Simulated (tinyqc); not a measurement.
Worked calculation: LDA (PW92) atom on a uniform radial grid, spin-unpolarised, for N+. Computed by tinyqc, a small Python program that keeps every step. Settings: Z = 7, points = 256, R = 5.7, functional = lda,pw, mixing = 1.0, iteration cap = 56. Command: `OMP_NUM_THREADS=1 python tinyqc.py 21811 21812 out.jsonl` (the two numbers bound the seeds that draw the settings). One thread of a shared host (Intel(R) Xeon(R) Processor @ 2.60GHz), about 0.9 s of CPU time with the checks. Later iterations appear only in the table of the cycle.

## Iteration 1

Spherical atom on a uniform radial grid r_j = j h with h = R/(N + 1), h sum u^2 = 1 and integrals as h times sums, u(0) = u(R) = 0 (atomic units):
```
parameter           value
Z                       7
points N              256
R                5.700000
h                0.022179
mixing           1.000000
electrons in 1s         2
electrons in 2s         2
electrons in 2p         2
```

Three-point differences turn -u''/2 + [l(l+1)/2r^2 - Z/r + V] u = e u into a tridiagonal matrix (diagonal 1/h^2 + potential, off-diagonal -1/2h^2). D = sum f u^2; the Hartree potential y/r solves y'' = -D/r with y(0) = 0, y(R) = N_e; v_xc comes from rho = D/(4 pi r^2); E = sum f e - int D V + int D (V_H/2 + eps_xc); V(new) = V + mixing (V_H + v_xc - V).

eigenvalues (hartree): [-24.3541, -6.1158, -6.1281]

Every 16th grid point:
```
r         V in     u(1s)      u(2s)     u(2p)         D      V_H       v_xc
0.3549  0.0000    1.1006    -0.3207    0.9636    4.4853  11.4279    -1.4822
0.7097  0.0000    0.1854    -1.1492    1.1116    5.1814   7.6247    -0.9989
1.0646  0.0000    0.0234    -0.9165    0.7217    2.7227   5.5159    -0.6329
1.4195  0.0000    0.0026    -0.5145    0.3703    0.8037   4.2113    -0.3637
1.7743  0.0000  2.77e-04    -0.2442    0.1670    0.1751   3.3797    -0.2003
2.1292  0.0000  2.80e-05    -0.1050    0.0694    0.0317   2.8178    -0.1077
2.4840  0.0000  2.75e-06    -0.0422    0.0273    0.0051   2.4154    -0.0567
2.8389  0.0000  2.65e-07    -0.0162    0.0103    0.0007   2.1135    -0.0293
3.1938  0.0000  2.51e-08    -0.0060    0.0038  1.00e-04   1.8787    -0.0148
3.5486  0.0000  2.35e-09    -0.0022    0.0013  1.30e-05   1.6908    -0.0073
3.9035  0.0000  2.18e-10    -0.0008  4.68e-04  1.60e-06   1.5371    -0.0035
4.2584  0.0000  2.00e-11  -2.64e-04  1.61e-04  1.92e-07   1.4090    -0.0017
4.6132  0.0000         0  -9.01e-05  5.45e-05  2.22e-08   1.3006    -0.0008
4.9681  0.0000         0  -3.01e-05  1.81e-05  2.46e-09   1.2077  -3.71e-04
5.3230  0.0000         0  -9.17e-06  5.48e-06  2.28e-10   1.1272  -1.62e-04
5.6778  0.0000         0  -4.33e-07  2.58e-07         0   1.0567  -9.90e-06
```

total energy = -49.888432 hartree

## Iteration 2

As before.

eigenvalues (hartree): [-12.2111, -0.6485, -0.2661]

Every 16th grid point:
```
r         V in     u(1s)    u(2s)   u(2p)         D     V_H     v_xc
0.3549  9.9457    1.1820  -0.0367  0.2687    2.9414  8.3802  -1.2956
0.7097  6.6258    0.2853  -0.6029  0.5133    1.4167  5.6374  -0.6648
1.0646  4.8830    0.0573  -0.8017  0.6336    2.0948  4.4576  -0.5834
1.4195  3.8475    0.0108  -0.7841  0.6663    2.1178  3.6968  -0.4898
1.7743  3.1794    0.0020  -0.6756  0.6444    1.7435  3.1345  -0.4022
2.1292  2.7101  3.62e-04  -0.5442  0.5923    1.2938  2.7009  -0.3284
2.4840  2.3586  6.49e-05  -0.4209  0.5260    0.9077  2.3598  -0.2685
2.8389  2.0842  1.16e-05  -0.3170  0.4553    0.6155  2.0874  -0.2203
3.1938  1.8639  2.05e-06  -0.2341  0.3853    0.4065  1.8668  -0.1812
3.5486  1.6835  3.64e-07  -0.1700  0.3187    0.2610  1.6856  -0.1490
3.9035  1.5335  6.43e-08  -0.1213  0.2566    0.1611  1.5350  -0.1218
4.2584  1.4073  1.13e-08  -0.0845  0.1991    0.0936  1.4083  -0.0984
4.6132  1.2998  1.99e-09  -0.0565  0.1458    0.0489  1.3004  -0.0773
4.9681  1.2073  3.51e-10  -0.0347  0.0960    0.0209  1.2077  -0.0573
5.3230  1.1270  6.01e-11  -0.0169  0.0487    0.0053  1.1272  -0.0364
5.6778  1.0567         0  -0.0010  0.0029  1.81e-05  1.0567  -0.0060
```

total energy = -52.530097 hartree

## Iteration 3

As before.

eigenvalues (hartree): [-15.6285, -1.6290, -1.2455]

Every 16th grid point:
```
r         V in     u(1s)      u(2s)     u(2p)         D     V_H     v_xc
0.3549  7.0846    1.1593    -0.1239    0.5957    3.4284  9.8904  -1.3604
0.7097  4.9726    0.2473    -0.8783    0.9229    3.3684  6.7731  -0.8721
1.0646  3.8742    0.0420    -0.9542    0.8683    3.3327  5.1760  -0.6741
1.4195  3.2070    0.0066    -0.7513    0.6766    2.0446  4.0992  -0.4845
1.7743  2.7324    0.0010    -0.5166    0.4805    0.9954  3.3459  -0.3388
2.1292  2.3725  1.45e-04    -0.3307    0.3238    0.4284  2.8079  -0.2349
2.4840  2.0912  2.09e-05    -0.2027    0.2112    0.1714  2.4126  -0.1626
2.8389  1.8671  3.00e-06    -0.1208    0.1347    0.0655  2.1127  -0.1126
3.1938  1.6856  4.27e-07    -0.0706    0.0845    0.0242  1.8784  -0.0780
3.5486  1.5367  6.05e-08    -0.0406    0.0523    0.0088  1.6907  -0.0540
3.9035  1.4132  8.54e-09    -0.0231    0.0320    0.0031  1.5371  -0.0373
4.2584  1.3099  1.20e-09    -0.0129    0.0192    0.0011  1.4090  -0.0256
4.6132  1.2231  1.69e-10    -0.0071    0.0113  3.55e-04  1.3006  -0.0174
4.9681  1.1504  2.36e-11    -0.0037    0.0062  1.05e-04  1.2077  -0.0114
5.3230  1.0908         0    -0.0016    0.0028  2.09e-05  1.1272  -0.0066
5.6778  1.0507         0  -8.79e-05  1.57e-04  6.50e-08  1.0567  -0.0010
```

total energy = -53.066930 hartree

## Convergence

Stop when input and output potentials agree to 1e-7.

Course of the cycle (hartree):
```
iteration           E     e(1s)    e(2s)    e(2p)  largest |V(out) - V(in)|
1          -49.888432  -24.3541  -6.1158  -6.1281                  1.52e+01
2          -52.530097  -12.2111  -0.6485  -0.2661                  4.42e+00
3          -53.066930  -15.6285  -1.6290  -1.2455                  1.98e+00
4          -53.184034  -13.9938  -1.0141  -0.5974                  9.40e-01
5          -53.215525  -14.7744  -1.2772  -0.8691                  4.85e-01
6          -53.223737  -14.3678  -1.1320  -0.7174                  2.49e-01
7          -53.225958  -14.5759  -1.2042  -0.7924                  1.29e-01
8          -53.226550  -14.4677  -1.1661  -0.7527                  6.67e-02
9          -53.226709  -14.5236  -1.1857  -0.7730                  3.46e-02
10         -53.226752  -14.4946  -1.1755  -0.7624                  1.79e-02
11         -53.226764  -14.5096  -1.1808  -0.7679                  9.28e-03
...               ...       ...      ...      ...                       ...
19         -53.226768  -14.5045  -1.1790  -0.7661                  4.82e-05
20         -53.226768  -14.5045  -1.1789  -0.7660                  2.49e-05
21         -53.226768  -14.5045  -1.1790  -0.7661                  1.29e-05
22         -53.226768  -14.5045  -1.1790  -0.7660                  6.69e-06
23         -53.226768  -14.5045  -1.1790  -0.7660                  3.47e-06
24         -53.226768  -14.5045  -1.1790  -0.7660                  1.80e-06
25         -53.226768  -14.5045  -1.1790  -0.7660                  9.31e-07
26         -53.226768  -14.5045  -1.1790  -0.7660                  4.82e-07
27         -53.226768  -14.5045  -1.1790  -0.7660                  2.50e-07
28         -53.226768  -14.5045  -1.1790  -0.7660                  1.29e-07
29         -53.226768  -14.5045  -1.1790  -0.7660                  6.70e-08
```

Converged in 29 iterations. A uniform grid resolves the cusp poorly: for a bare nucleus this grid gives 1s at -24.35412 against -Z^2/2 = -24.5 hartree. Before convergence this energy mixes input and output and is not variational, so it may rise towards its limit.
